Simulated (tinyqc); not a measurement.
Thickness of the outer barriers: double quantum well by finite differences.

Finite differences on points z_i at the centres of cells of width h: H_ii = (c/h^2)(1/m_(i-1/2) + 1/m_(i+1/2)) + V_i, H_(i,i+1) = -(c/h^2)/m_(i+1/2), where m_(i+1/2) is the mean of the masses at the two points (the end values are repeated outwards), psi = 0 on the points beyond both ends, c = hbar^2/2m0. The field adds e F (z - z0) with z0 the middle of the structure; 1 kV/cm = 1e-5 eV/angstrom.

Constants: hbar^2/2m0 = 3.80998211 eV angstrom^2.

Parameters, chosen for this exercise (out of a larger set: near those of a GaAs well in AlGaAs; not measured data): layers = ((108, 0.308, 0.0985), (108, 0, 0.066), (27, 0.308, 0.0985), (135, 0, 0.066), (108, 0.308, 0.0985)) (each layer: thickness in angstrom, band edge in eV, mass in m0); hf = 1.6875 angstrom (cell width of the fine grid).

Fine grid, zero field, both outer layers set to each thickness in turn.

Levels (eV):

| outer layers (angstrom) | E1 | E2 | E3 |
|---|---|---|---|
| 27.000 | 0.01998 | 0.02857 | 0.08003 |
| 54.000 | 0.01992 | 0.02846 | 0.07970 |
| 108.000 | 0.01992 | 0.02846 | 0.07969 |
| 216.000 | 0.01992 | 0.02846 | 0.07969 |
| 432.000 | 0.01992 | 0.02846 | 0.07969 |

Which of the three levels are properties of the well, and how thick must the outer layers be?

E1 is bound, and within 0.1 meV of the last row from 27 angstrom on. E2 is bound, and within 0.1 meV of the last row from 54 angstrom on. E3 is bound, and within 0.1 meV of the last row from 54 angstrom on.

Run: tinyqc, `OMP_NUM_THREADS=1 python tinyqc.py 1250464 1250465 out.jsonl`; Intel(R) Xeon(R) Processor @ 2.30GHz, one thread, shared host; about 0.02 s of CPU time with all checks.
